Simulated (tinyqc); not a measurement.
# Lifetime from the low-frequency admittance

Inverse problem. At low frequency a p+-n diode with a base of width wb has C_diff/G = (tau/2)(1 - 2 x/sinh 2x), x = wb/sqrt(Dp tau). Find tau, x and the limit of C_diff/G for infinite lifetime, wb^2/(3 Dp).

Parameters, values chosen for the exercise:
```
symbol,value,unit,meaning
Dp,7.5,cm^2/s,hole diffusion coefficient
wb,6,um,width of the neutral base
```

G = 53.177305 S/cm^2
C_diff = 0.21748965 uF/cm^2

Solution. The ratio rises steadily with tau from tau/2 (long base) towards wb^2/(3 Dp) (short base), so one lifetime matches as long as the ratio is below that limit.

tau = 9.000e-9 s
x = 2.309
limit of C_diff/G = 1.600e-8 s

Computed by the program tinyqc: `OMP_NUM_THREADS=1 python tinyqc.py 2890156 2890157 out.jsonl`, one thread of a shared Intel Xeon 2.30GHz, about 0.01 s for the whole run.
